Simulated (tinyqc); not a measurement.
Surface photovoltage measurement of the minority-carrier diffusion length in a wafer. From apparent length L_app back to back recombination velocity S_b. Computed by tinyqc, a small Python program. Command: `OMP_NUM_THREADS=1 python tinyqc.py 3130213 3130214 out.jsonl spv inv`. One thread of a shared host (Intel(R) Xeon(R) Processor @ 2.30GHz), about 0.03 s of CPU time with the checks.

Low injection, steady light, a depletion layer much thinner than 1/alpha and L. The excess density dn is taken at the front edge of the neutral region; light that reaches the back is lost.

Inputs (values chosen for the exercise, modelled on p-type silicon at room temperature):
```
quantity                            value        unit
diffusion length L                    230  micrometre
wafer thickness W                     625  micrometre
diffusivity D                        32.9      cm^2/s
front recombination velocity S_f      540        cm/s
photon flux entering              4.3e+12  1/(cm^2 s)
relative noise of each reading          0           %
```

normal deviates g for the noise: -0.86  -0.98  0.00  -2.26  0.23  -1.22  -1.17

Method:
- alpha = (84.732/lambda - 76.417)^2 per cm with lambda in micrometre (an empirical fit for silicon between 0.7 and 1.05 micrometre).
- Thick wafer: dn = Phi L/((S_f + D/L)(L + 1/alpha)). Finite wafer, with s = S_b L/D, w = W/L, a = alpha L: dn = [Phi a/(a^2 - 1)] [a - B - exp(-alpha W)(a - s)/(cosh w + s sinh w)]/(S_f + B D/L), B = (sinh w + s cosh w)/(cosh w + s sinh w).
- Readings y = (Phi/dn) (1 + noise x g) at 780, 830, 880, 920, 950, 975 and 995 nm; a least-squares line y = c (1/alpha + L_app) gives L_app = intercept/slope.

Problem. A run gave the result below. Find the back recombination velocity S_b, known to lie between 200 and 490 cm/s.

apparent length L_app = 233.7287 micrometre

Solution.

Each step takes the trial c = (a f_b - b f_a)/(f_b - f_a), f being the result less the target and a, b, c the logarithms of the listed values; c replaces end b, the old b replaces a if the sign of f changed, and otherwise f_a is halved.

Scan of the range:
```
back recombination velocity S_b (cm/s)  apparent length L_app (micrometre)
200                                                                234.624
232                                                                234.399
270                                                                234.143
313                                                                233.867
363                                                                233.562
422                                                                233.225
490                                                                232.862
```

False position (Illinois rule, in the logarithm of the input) inside the bracket:
```
step    end a    end b    trial  apparent length L_app (micrometre)
1     313.000  363.000  334.745                             233.732
2     363.000  334.745  335.291                             233.729
3     363.000  335.291  335.316                             233.729
4     335.291  335.316  335.304                             233.729
```

Apparent length L_app falls at every point of a 13-point scan of the range (every second point is shown), so one value fits; it is bracketed by 313 and 363. Answer: back recombination velocity S_b = 335.3 cm/s.
